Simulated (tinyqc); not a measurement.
From a target to a composition: model-solid line-up of a strained alloy layer on a substrate.

Problem. A layer of the alloy is strained to the substrate, and its gap (Ec minus the top valence edge) is given. Find x between 0.59 and 0.98, where the gap is monotonic.

All values of the alloy are linear in x but the gap, Eg(x) = (1 - x) Eg_A + x Eg_B - C x (1 - x), and the valence edge, Ev(x) = (1 - x) Ev_A + x Ev_B + fv C x (1 - x); Ec = Ev + Eg. Ev is the top of the unstrained valence band on a scale common to all materials. In the layer only the Gamma valley of the conduction band is followed, also where an X or L valley would lie lower.

Coherent growth on a (111) face: e_par = (a_s - a)/a, e_perp = -(2 C11 + 4 C12 - 4 C44)/(C11 + 2 C12 + 4 C44) e_par; exx = eyy = ezz = (2 e_par + e_perp)/3 and exy = eyz = ezx = (e_perp - e_par)/3.

Strained edges: Ec + ac tr(e); the valence edges are Ev plus the levels of the 6 x 6 matrix of X, Y, Z times spin with -Dso/3 + l exx + m (eyy + ezz) on the diagonal (cyclic), n exy off it, l = av + 2 b, m = av - b, n = sqrt(3) d. Spin-orbit term (Dso/3) L.sigma on X, Y, Z with (L_k)_ij = -i epsilon_kij: <X+|H|Y+> = -i Dso/3, <X+|H|Z-> = Dso/3, <Y+|H|Z-> = -i Dso/3, <Z+|H|X-> = -Dso/3, <Z+|H|Y-> = i Dso/3, <X-|H|Y-> = i Dso/3, and their conjugates; + and - are the spin along z.

Values chosen for the exercise (A near InAs, B near AlAs, substrate near Ge; shifted at random, so the results belong to these values and not to a real crystal):
- a = (6.054, 5.66) angstrom (lattice constant of A, B)
- Eg = (0.421, 3.099) eV (gap at Gamma to the s-like level of A, B)
- Dso = (0.387, 0.278) eV (spin-orbit splitting of A, B)
- Ev = (-0.59, -1.35) eV (top of the unstrained valence band of A, B)
- ac = (-5.1, -5.7) eV (conduction deformation potential of A, B)
- av = (1, 2.46) eV (valence hydrostatic potential of A, B)
- b = (-1.78, -2.29) eV (tetragonal shear potential of A, B)
- d = (-3.62, -3.36) eV (trigonal shear potential of A, B)
- C11 = (83.4, 123.8) GPa (of A, B)
- C12 = (45.3, 53.2) GPa (of A, B)
- C44 = (40.1, 54.5) GPa (of A, B)
- C = 0.68 eV (bowing of the gap)
- fv = 0.2 (share of the bowing taken by the valence edge)
- a_s = 5.65 angstrom (substrate)
- face = 111 (growth face)

strained gap = 2.659913 eV

Find: x; e_par; gap of the relaxed alloy.

Solution. Bisect on x; the strained gap is 2.0583 eV at x = 0.59 and 3.0600 eV at x = 0.98.

x = 0.830
e_par = -1.344 %
gap of the relaxed alloy = 2.548 eV

Run: tinyqc, `OMP_NUM_THREADS=1 python tinyqc.py 1080017 1080018 out.jsonl`; Intel(R) Xeon(R) Processor @ 2.30GHz, one thread, shared host; about 0.01 s of CPU time with all checks.
